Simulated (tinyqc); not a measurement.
# Slope factor and drain-induced lowering from three currents

Problem. With source and body at 0 V, I = A exp((Vg + dd Vd)/(nf Vt)) (1 - exp(-Vd/Vt)). Find nf, the swing nf Vt ln 10 and dd.

Inputs (values chosen for the exercise):
- T = 358 K (temperature)

Constants: q = 1.602176634e-19 C, kB = 1.380649e-23 J/K, Vt = kB T/q. Results are converted to the units shown.

currents at (Vg, Vd) = (0, 0.05), (0, 1.1) and (0.07, 1.1) V (nA/um): 0.17833682  2.8381073  13.285882

Answer. The pair at equal Vd gives nf; the pair at equal Vg, after dividing out the factors 1 - exp(-Vd/Vt), gives dd.

nf = 1.47
swing = 104 mV/decade
dd = 0.110

tinyqc, about 0.04 s, one thread, Intel Xeon 2.30GHz (shared host): `OMP_NUM_THREADS=1 python tinyqc.py 2242068 2242069 out.jsonl`
